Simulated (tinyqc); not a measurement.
Where the gap correction goes: band offset from the macroscopic average of a supercell potential.

dEv = Ev(A) - Ev(B) = Ev1 - (dV + Ev2); dEc = Ec(B) - Ec(A) = Eg2 - Eg1 - dEv. The correction of a gap, c = Eg[1] - Eg[0], lowers the valence top by fv c and leaves dV, a ground-state quantity, as it is. Type I: dEv and dEc of one sign; II: opposite signs; III: no overlap of the gaps.

Inputs chosen for the exercise (gaps near those of Si and HfO2; not measured data):
```
symbol  value         unit  meaning
Ev1     7.74          eV    valence top of bulk A above its mean potential
Eg1     (0.58, 1.23)  eV    gap of A: semi-local value, corrected value
Ev2     7.37          eV    valence top of bulk B above its mean potential
Eg2     (4.07, 5.51)  eV    gap of B: semi-local value, corrected value
```

dV = B - A = -2.2900 eV

fv1 and fv2 are varied.

Offsets (eV):
```
fv1  fv2    dEv    dEc
0.0  0.0  2.660  1.620
0.5  0.5  3.055  1.225
1.0  1.0  3.450  0.830
0.0  1.0  4.100  0.180
1.0  0.0  2.010  2.270
0.3  0.7  3.473  0.807
```

What can be read from this table?

dEv + dEc = 4.280 eV in every row, but dEv alone spans 2.09 eV, the sum of the two corrections. A scissor on the conduction bands alone (first row) keeps the semi-local dEv; with equal shares fv the shift is fv times the difference of the corrections, +0.79 eV, against their sum of 2.09 eV: with like shares the error cancels only in part.

tinyqc: `OMP_NUM_THREADS=1 python tinyqc.py 1881152 1881153 out.jsonl`; about 0.01 s, one thread, shared Intel(R) Xeon(R) Processor @ 2.30GHz.
